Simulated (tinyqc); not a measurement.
# One level coupled to a phonon between two leads, self-consistent Born approximation: two studies

Wide-band leads with mu_L = +V/2 and mu_R = -V/2; phonons in equilibrium, Nq = 1/(exp(w0/kB T) - 1). Scattering links only energies that differ by w0, so a ladder E_k = E1 + k w0 closes on itself; terms that reach past its ends are dropped. Gn and Gp are the electron and hole parts of the spectral function A = Gn + Gp.

Values chosen for this exercise: temperature of leads and phonons T = 77 K; phonon energy w0 = 120 meV; level ed = -22 meV; coupling to the left lead GL = 87 meV; coupling to the right lead GR = 39 meV; electron-phonon matrix element M = 26 meV; bias V = 60 mV.

Constants: q = 1.602176634e-19 C, kB = 1.380649e-23 J/K, h = 6.62607015e-34 J s, Vt = kB T/q. Results are converted to the units shown.

Each table varies one quantity; the others keep the values above.

## Effect of the coupling

|G|^2 = 1/[(E - ed)^2 + (GL + GR + Sin + Sout)^2/4], Gn = |G|^2 (GL fL + GR fR + Sin), Gp = |G|^2 (GL (1 - fL) + GR (1 - fR) + Sout), f = 1/(1 + exp((E - mu)/kB T)). Sin(E) = M^2 [(Nq + 1) Gn(E + w0) + Nq Gn(E - w0)], Sout(E) = M^2 [(Nq + 1) Gp(E - w0) + Nq Gp(E + w0)]. Spectral currents into the level: iL = GL [fL Gp - (1 - fL) Gn], iR = GR [fR Gp - (1 - fR) Gn]. Here E - ed is replaced by E - ed - R(E), with the real part R(E) = (1/2 pi) P int [Sin + Sout](y) dy/(E - y). The total for one spin is I = (q/h) times the integral of iL over all E (all ladders, each long enough that its ends do not matter); the power given to phonons is (1/h) times the integral of E (iL + iR).

The same in every row: I without phonons (uA) = 1.673.

Effect of the coupling:
```
M (meV)  I (uA)  ratio of the two  power to phonons (nW)  share of I V (%)
6         1.674             1.000               6.727e-5          6.699e-5
17        1.677             1.002               5.263e-4          5.232e-4
28        1.682             1.005               0.001358          0.001346
39        1.688             1.009               0.002448          0.002417
50        1.694             1.012               0.003657          0.003599
61        1.698             1.015               0.004850          0.004761
72        1.699             1.015               0.005915          0.005803
```

What does the table show?

The ratio to the current without phonons rises from 1.00 to 1.02, and the power to phonons rises from 6.73e-5 to 0.00592 nW, as M^(1.98) between the first two rows (lowest order gives 2).

## Current against bias

Same model as above.

Current against bias:
```
V (mV)  I (uA)  I without phonons (uA)  ratio of the two  power to phonons (nW)  share of I V (%)
48       1.365                   1.357             1.006               2.313e-4          3.531e-4
132      3.177                   3.218            0.9873                  2.298            0.5480
216      4.197                   4.275            0.9817                  14.87             1.640
300      4.801                   4.859            0.9880                  24.81             1.722
384      5.180                   5.212            0.9938                  29.93             1.505
468      5.428                   5.446            0.9968                  31.98             1.259
552      5.601                   5.611            0.9982                  32.84             1.062
636      5.727                   5.734            0.9989                  33.22            0.9120
720      5.824                   5.828            0.9993                  33.40            0.7965
```

I rises from 1.36 to 5.82 uA; its ratio to the current without phonons goes from 1.01 through a minimum of 0.982 (at V = 216 mV among the rows listed) to 0.999, and the share of I V given to phonons goes from 3.53e-4 through a maximum of 1.72 (at V = 300 mV among the rows listed) to 0.796 %. Emission at zero temperature needs V above w0 = 120 mV; the rest of I V is released in the leads.

Range of the model: The self-consistent Born approximation keeps only non-crossing phonon lines and no Hartree shift; it is rough once the coupling nears the phonon energy.

tinyqc, about 0.2 s, one thread, Intel Xeon 2.30GHz (shared host): `OMP_NUM_THREADS=1 python tinyqc.py 2720122 2720123 out.jsonl`
